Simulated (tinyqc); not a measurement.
Exchange-split free-electron bands and tunnelling magnetoresistance: sweeps and comparisons. A value that a table varies takes the place of the one given here.

Majority and minority bands E = c k^2/m -/+ Dx/2, c = hbar^2/2m0, so k_up = sqrt(m (EF + Dx/2)/c), k_dn = sqrt(m (EF - Dx/2)/c); n_s = k_s^3/(6 pi^2), D_s = m k_s/(4 pi^2 c).

Barrier: kappa = sqrt(mb phi/c), c = hbar^2/2m0. With a = k1/m, b = k2/m, w = kappa/mb, the transmission at normal incidence is T(k1, k2) = 4 a b w^2/[w^2 (a + b)^2 + (w^2 + a^2)(w^2 + b^2) sinh^2(kappa d)]. Parallel: G_P = T(up, up) + T(dn, dn); antiparallel: G_AP = 2 T(up, dn); TMR = (G_P - G_AP)/G_AP. Julliere: TMR = 2 P^2/(1 - P^2). Slonczewski factor: P_eff = P_k (w^2 - a_up a_dn)/(w^2 + a_up a_dn), P_k = (k_up - k_dn)/(k_up + k_dn).

Constants: hbar^2/2m0 = 3.80998211 eV angstrom^2.

Parameters, chosen for this exercise: EF = 5.16 eV (Fermi energy above the mean band bottom); Dx = 4.58 eV (exchange splitting); m = 1.06 m0 (mass in the electrodes); mb = 0.63 m0 (mass in the barrier); d = 6.7 angstrom (barrier thickness); phi = 1.43 eV (barrier height above EF).

## Barrier height

Results:

| phi (eV) | w (1/angstrom) | P_eff | TMR (%) | G_P |
|---|---|---|---|---|
| 0.20 | 0.289 | -0.2023 | 6.75 | 0.201 |
| 0.40 | 0.408 | -0.1746 | 5.58 | 0.117 |
| 0.70 | 0.540 | -0.1390 | 3.79 | 0.0539 |
| 1.0 | 0.645 | -0.1092 | 2.39 | 0.0262 |
| 1.5 | 0.791 | -0.0688 | 0.96 | 0.00884 |
| 2.0 | 0.913 | -0.0369 | 0.28 | 0.00333 |
| 3.0 | 1.118 | 0.0103 | 0.02 | 0.000601 |
| 4.0 | 1.291 | 0.0434 | 0.38 | 0.000136 |
| 6.0 | 1.581 | 0.0870 | 1.53 | 1.06e-05 |
| 10 | 2.041 | 0.1331 | 3.61 | 1.77e-07 |

P_eff vanishes where w^2 = a_up a_dn, at phi = 2.75 eV, inside the table; the lowest TMR listed is 0.02 % at 3 eV. TMR is 6.8 % at the lowest barrier and 3.6 % at the highest, against 11.6 % for Julliere with P_k; P_eff tends to +P_k for very high barriers and to -P_k for very low ones. G_P falls by 6.1 decades.

## Barrier thickness

Results:

| d (angstrom) | kappa d | G_P | G_AP | TMR (%) |
|---|---|---|---|---|
| 1 | 0.486 | 1.54 | 1.47 | 4.32 |
| 2 | 0.973 | 0.801 | 0.782 | 2.45 |
| 3 | 1.459 | 0.345 | 0.339 | 1.59 |
| 4 | 1.945 | 0.137 | 0.135 | 1.28 |
| 6 | 2.918 | 0.0201 | 0.0199 | 1.12 |
| 8 | 3.890 | 0.00289 | 0.00286 | 1.10 |
| 10 | 4.863 | 0.000414 | 0.000409 | 1.10 |
| 13 | 6.322 | 2.24e-05 | 2.21e-05 | 1.10 |
| 16 | 7.780 | 1.21e-06 | 1.20e-06 | 1.10 |
| 20 | 9.725 | 2.47e-08 | 2.44e-08 | 1.10 |

For thick barriers each angstrom costs a factor exp(2 kappa) = 2.64 in both conductances, and TMR settles at 1.10 % (the interface factor, which vanishes at (kappa/mb)^2 = k_up k_dn/m^2, reduces it below the value from the polarisation of k alone); it is within 0.1 point of that from d = 6 angstrom on. At 1 angstrom it is 4.32 %, where the barrier is thin and the mismatch of k_up and k_dn starts to rule, as it does fully for d -> 0.

## Exchange splitting

Dx takes the listed multiples of 2 EF.

Results:

| Dx/(2 EF) | k_up | k_dn | P_k | P_eff | TMR (%) |
|---|---|---|---|---|---|
| 0.10 | 1.2566 | 1.1367 | 0.0501 | -0.0181 | 0.07 |
| 0.20 | 1.3125 | 1.0717 | 0.1010 | -0.0359 | 0.26 |
| 0.35 | 1.3921 | 0.9660 | 0.1807 | -0.0606 | 0.74 |
| 0.50 | 1.4674 | 0.8472 | 0.2679 | -0.0804 | 1.32 |
| 0.65 | 1.5391 | 0.7088 | 0.3693 | -0.0884 | 1.63 |
| 0.80 | 1.6075 | 0.5358 | 0.5000 | -0.0627 | 0.93 |
| 0.90 | 1.6516 | 0.3789 | 0.6268 | 0.0211 | 0.32 |
| 0.97 | 1.6817 | 0.2075 | 0.7803 | 0.2455 | 13.12 |

P_k rises from 0.050 to 0.780, and TMR goes from 0.07 % to 13.1 %, not steadily: its largest value is 13.12 % at 0.97 and its smallest 0.07 % at 0.1; P_eff changes sign along the table. At Dx = 2 EF the minority band is empty (a half metal) and G_AP vanishes.

## What moves the magnetoresistance

All results formed anew. Each row changes one parameter from the base and keeps the others.

Results:

| case | P_k | P_eff | TMR (%) | G_P |
|---|---|---|---|---|
| base | 0.2341 | -0.0738 | 1.11 | 0.0102 |
| Dx = 4.809 eV | 0.2472 | -0.0766 | 1.20 | 0.0102 |
| EF = 5.676 eV | 0.2107 | -0.0773 | 1.21 | 0.00995 |
| phi = 1.859 eV | 0.2341 | -0.0452 | 0.42 | 0.00434 |
| mb = 0.504 m0 | 0.2341 | -0.0496 | 0.54 | 0.0213 |
| d = 8.7 angstrom | 0.2341 | -0.0738 | 1.10 | 0.00146 |
| m = 1.272 m0 | 0.2341 | -0.0541 | 0.61 | 0.0107 |

The largest shifts from the base row, up to three for each result and ties (the steps differ in size, so this ranks the rows, not the parameters). P_k: EF -0.0234, Dx +0.0132; unchanged at the printed digits by phi, mb, d and m. P_eff: phi +0.0287, mb +0.0243, m +0.0197; unchanged at the printed digits by d. TMR (%): phi -0.69, mb -0.57, m -0.50. G_P: mb +0.0111, d -0.00875, phi -0.00587; unchanged at the printed digits by Dx.

(tinyqc, `OMP_NUM_THREADS=1 python tinyqc.py 1651831 1651832 out.jsonl`, Intel(R) Xeon(R) Processor @ 2.30GHz, 1 thread, shared host, about 0.01 s.)
